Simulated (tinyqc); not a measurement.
Inside a calculation. Method: extended Hueckel theory, for H3+. The parameters take no account of the charge, which enters only through the electron count. Computed by tinyqc, a small Python program that keeps every step (integrals from PySCF). Settings: charge = 1, K = 1.75, weighted = 1, multiplicity = 1. Command: `OMP_NUM_THREADS=1 python tinyqc.py 28859 28860 out.jsonl` (the two numbers bound the seeds that draw the settings). One thread of a shared host (Intel(R) Xeon(R) Processor @ 2.60GHz), about 0.01 s of CPU time with the checks.

## Overlaps

Geometry (angstrom):
```
atom         x         y         z
H     0.000000  0.000000  0.000000
H     0.000000  0.000000  0.802000
H     0.000000  0.764000  0.401000
```

Parameters chosen for this run:
```
element  shell  Slater exponent   H_ii (eV)
H           1s         1.300000  -13.600000
```

Slater orbitals, each expanded in six Gaussians scaled to its exponent.

overlap S, order 1H 1s, 2H 1s, 3H 1s:
```
[[1.000000, 0.594532, 0.554405],
 [0.594532, 1.000000, 0.554405],
 [0.554405, 0.554405, 1.000000]]
```

## Wolfsberg-Helmholz matrix

diagonal H_ii (eV): [-13.600000, -13.600000, -13.600000]

K = 1.750000

H_ij = K' S_ij (H_ii + H_jj)/2 for i != j (the diagonal keeps H_ii), with K' = K + D^2 + D^4 (1 - K), D = (H_ii - H_jj)/(H_ii + H_jj), K = 1.75.

H (eV), order 1H 1s, 2H 1s, 3H 1s:
```
[[-13.600000, -14.149865, -13.194830],
 [-14.149865, -13.600000, -13.194830],
 [-13.194830, -13.194830, -13.600000]]
```

## Orbitals

valence electrons = 2

Solve H C = S C e through S^(-1/2); fill by pairs from the bottom, a degenerate level sharing its electrons equally; each orbital has its largest coefficient positive (the first on a tie).

orbital energies (eV): [-19.024214, -1.566047, 1.356125]

occupations: [2.000000, 0.000000, 0.000000]

coefficients, order 1H 1s, 2H 1s, 3H 1s:
```
[[0.398185, -0.593090, 1.110470],
 [0.398185, -0.593090, -1.110470],
 [0.388731, 1.215026, 0.000000]]
```

sum of one-electron energies = -38.048429 eV

## Mulliken analysis

P = C n C^T; charge = valence electrons (H 1) minus the sum of (P S)_ii on the atom; overlap population = 2 sum P_ij S_ij between two atoms.

charges: [0.322741, 0.322741, 0.354518]

Overlap populations:
```
pair     value
2-1   0.377055
3-1   0.343258
3-2   0.343258
```
